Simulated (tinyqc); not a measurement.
Thin-film resistivity, exact integral against the thick limit.

Fuchs-Sondheimer for a film of thickness d, k = d/lam: rho0/rho = 1 - (3 (1 - ps)/(2 k)) int_1^infinity (t^-3 - t^-5)(1 - exp(-k t))/(1 - ps exp(-k t)) dt; thick limit rho/rho0 = 1 + 3 (1 - ps)/(8 k).

Values chosen for this exercise; metal values close to those of tungsten:

| symbol | value | unit | meaning |
|---|---|---|---|
| rho0 | 5.4 | uohm cm | bulk resistivity |
| lam | 15.2 | nm | bulk mean free path |
| ps | 0 |  | specular share of surface scattering |

Results:

| d (nm) | k | rho/rho0, exact | thick limit | error of the limit (%) | rho (uohm cm) |
|---|---|---|---|---|---|
| 0.76 | 0.05000 | 7.728 | 8.500 | 9.99 | 41.73 |
| 1.5 | 0.09868 | 4.824 | 4.800 | -0.495 | 26.05 |
| 2.9 | 0.1908 | 3.183 | 2.966 | -6.84 | 17.19 |
| 11 | 0.7237 | 1.641 | 1.518 | -7.47 | 8.860 |
| 21 | 1.382 | 1.329 | 1.271 | -4.37 | 7.179 |
| 40 | 2.632 | 1.163 | 1.143 | -1.79 | 6.282 |
| 78 | 5.132 | 1.079 | 1.073 | -0.529 | 5.825 |
| 150 | 9.868 | 1.040 | 1.038 | -0.144 | 5.613 |

Estimate the missing row, d = 5.5 nm.

Computed row:

| d (nm) | k | rho/rho0, exact | thick limit | error of the limit (%) | rho (uohm cm) |
|---|---|---|---|---|---|
| 5.5 | 0.3618 | 2.237 | 2.036 | -8.98 | 12.08 |

With this row back in the table: rho/rho0 falls from 7.73 to 1.04. The error of the thick limit goes from 10 through a minimum of -9.0 (at d = 5.5 nm among the rows listed) to -0.14 %; it stays within 5 % for k of 1.382 and above among the rows listed. The change of sign at small k is a crossing of two different laws, not agreement.

Numbers from tinyqc (`OMP_NUM_THREADS=1 python tinyqc.py 2100146 2100147 out.jsonl`; about 0.01 s on one thread of a shared Intel Xeon 2.30GHz).
